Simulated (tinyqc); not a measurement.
Strain, valley repopulation and piezoresistance in a many-valley conduction band: one step, computed by the program tinyqc. Command: `OMP_NUM_THREADS=1 python tinyqc.py 3008916 3008917 out.jsonl valleys walk`. One thread of a shared host (Intel(R) Xeon(R) Processor @ 2.30GHz), about 0.03 s of CPU time with the checks.

Valleys are ellipsoids with mass m_l along the axis a and m_t across it, parabolic, with one constant relaxation time; strain shifts the valleys and leaves the masses alone. Currents are taken along [100], in the plane, and along [001], across the plane.

Question. Valley shifts. Herring-Vogt shift of a valley with unit axis a: dE = Xi_d tr(e) + Xi_u a.e.a.

Inputs (values chosen for the exercise, modelled on silicon): shear deformation potential Xi_u = 9.18 eV; dilation deformation potential Xi_d = 1.1 eV.

Valley axes: <100> (6 valleys in 3 pairs). Load: biaxial in the (001) plane.

strain tensor (%):
```
             x            y           z
x  -0.05528969   0.00000000  0.00000000
y   0.00000000  -0.05528969  0.00000000
z   0.00000000   0.00000000  0.04236656
```

Constants: k_B = 8.617333262e-05 eV/K.

Give: shifts dE; splitting (highest minus lowest).

Answer.

shifts dE (meV): x -5.826, y -5.826, z 3.139

splitting (highest minus lowest) = 8.965 meV
